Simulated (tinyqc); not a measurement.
What moves the results: strain-driven crossing of the Gamma and L valleys in a germanium-like crystal alloyed with tin. A value that a table varies takes the place of the one given here.

Biaxial loads: e0 is the in-plane strain e_par and the normal is free. (001): e_perp = -2 (C12/C11) e_par; exx = eyy = e_par, ezz = e_perp, no shear. (111): e_perp = -(2 C11 + 4 C12 - 4 C44)/(C11 + 2 C12 + 4 C44) e_par; exx = eyy = ezz = (2 e_par + e_perp)/3 and exy = eyz = ezx = (e_perp - e_par)/3. (110): e_perp = -(C11 + 3 C12 - 2 C44)/(C11 + C12 + 2 C44) e_par; exx = eyy = (e_par + e_perp)/2, ezz = e_par, exy = (e_perp - e_par)/2, eyz = ezx = 0. Uniaxial loads: a stress along n, scaled so that n.e.n = e0, with exx = s11 sxx + s12 (syy + szz), exy = s44 sxy/2, s11 = (C11 + C12)/((C11 - C12)(C11 + 2 C12)), s12 = -C12/((C11 - C12)(C11 + 2 C12)), s44 = 1/C44.

Edges from the unstrained valence top: Gamma at Eg + ac tr(e); an L valley with unit axis u at EgL + aL tr(e) + XuL (u.e.u - tr(e)/3), u along [111], [1-1-1], [-11-1], [-1-11]; valence edges are the levels of the 6 x 6 matrix of X, Y, Z times spin with -Dso/3 + l exx + m (eyy + ezz) on the diagonal (cyclic), n exy off it, l = av + 2 b, m = av - b, n = sqrt(3) d. Spin-orbit term (Dso/3) L.sigma on X, Y, Z with (L_k)_ij = -i epsilon_kij: <X+|H|Y+> = -i Dso/3, <X+|H|Z-> = Dso/3, <Y+|H|Z-> = -i Dso/3, <Z+|H|X-> = -Dso/3, <Z+|H|Y-> = i Dso/3, <X-|H|Y-> = i Dso/3, and their conjugates; + and - are the spin along z.

With tin the unstrained gaps become E(y) = (1 - y) E + y EgS - CS y (1 - y); all other values are kept.
Constants: kB = 8.617333262e-05 eV/K.

Inputs chosen for the exercise (near those of Ge, gaps at low temperature; shifted at random, so the results belong to these values and not to a real crystal): Eg = 0.901 eV (gap at Gamma to the s-like level); EgL = 0.752 eV (gap to L); Dso = 0.289 eV (spin-orbit splitting); ac = -8.36 eV (conduction deformation potential); av = 1.23 eV (valence hydrostatic potential); b = -2.56 eV (tetragonal shear potential); d = -5.31 eV (trigonal shear potential); aL = -1.73 eV (hydrostatic potential of the L edge, Xd + Xu/3); XuL = 17.04 eV (uniaxial potential, L); y = 0.088 (tin fraction); EgS = (-0.429, 0.137) eV (Gamma and L gaps of the tin end); CS = (2.7, 0.77) eV (bowing of the Gamma and L gaps); C11 = 127.1 GPa; C12 = 47.7 GPa; C44 = 66.3 GPa; load = biaxial (111) (kind of strain); mG = 0.0412 m0 (mass at Gamma); mL = 0.533 m0 (density-of-states mass of the four L valleys together); T = 300 K (temperature); e0 = 0.0098 (size of the strain).

## Sweep of a biaxial (111) strain

The valence splitting is the distance of the top two edges. Share in Gamma = mG^(3/2)/(mG^(3/2) + (mL^(3/2)/4) sum_i exp(-(E_Li - E_Gamma)/kT)).

Results:

| e0 (%) | direct gap (eV) | indirect gap (eV) | Gamma - L (meV) | valence splitting (meV) | share in Gamma (%) |
|---|---|---|---|---|---|
| -0.72 | 0.650 | 0.603 | 46 | 54 | 0.474 |
| -0.27 | 0.598 | 0.624 | -26 | 22 | 6.92 |
| 0.17 | 0.533 | 0.594 | -61 | 15 | 33.8 |
| 0.62 | 0.440 | 0.479 | -39 | 56 | 27.9 |
| 1.06 | 0.345 | 0.364 | -19 | 100 | 15.0 |
| 1.51 | 0.246 | 0.244 | 3 | 148 | 7.20 |
| 1.95 | 0.147 | 0.124 | 23 | 197 | 3.35 |
| 2.40 | 0.045 | 0.000 | 45 | 248 | 1.50 |

Gamma drops below the lowest L valley between e0 = -0.72 and -0.27 %, then rises above the lowest L valley between e0 = 1.06 and 1.51 %. This load splits the L valleys, and the lowest set changes where e0 changes sign, which bends the column Gamma - L. The direct gap goes from 0.650 to 0.045 eV; of that change -0.117 eV comes from the rise of the valence top through the shear terms and the rest from the volume. The share in Gamma goes from 0.474 to 1.50 %, with a peak of 33.8 % at e0 = 0.17 % among these rows. Gaps near or below zero lie outside this linear model.

## What each parameter does

Direct gap, Gamma minus the lowest L edge and the valence splitting. Each row changes one parameter from the base and keeps the others.

Results:

| case | direct gap (eV) | Gamma - L (meV) | valence splitting (meV) |
|---|---|---|---|
| base | 0.3629 | -22.4 | 92.2 |
| XuL = 14.484 eV | 0.3629 | -45.3 | 92.2 |
| b = -2.176 eV | 0.3629 | -22.4 | 92.2 |
| d = -6.1065 eV | 0.3539 | -22.4 | 107.4 |
| av = 1.4145 eV | 0.3599 | -22.4 | 92.2 |
| Dso = 0.33235 eV | 0.3640 | -22.4 | 91.1 |
| aL = -1.9895 eV | 0.3629 | -18.3 | 92.2 |
| ac = -9.614 eV | 0.3428 | -42.5 | 92.2 |

The largest shifts from the base row, up to three for each result and ties (the steps differ in size, so this ranks the rows, not the parameters). direct gap (eV): ac -0.0200, d -0.0090, av -0.0029; unchanged at the printed digits by XuL, b and aL. Gamma - L (meV): XuL -22.9, ac -20.0, aL +4.1; unchanged at the printed digits by b, d, av and Dso. valence splitting (meV): d +15.2, Dso -1.1; unchanged at the printed digits by XuL, b, av, aL and ac.

Computed by tinyqc, a small Python program: `OMP_NUM_THREADS=1 python tinyqc.py 1080607 1080608 out.jsonl` (the numbers bound the seed that draws the inputs); one thread of a shared host (Intel(R) Xeon(R) Processor @ 2.30GHz), about 0.01 s for the whole set of steps.
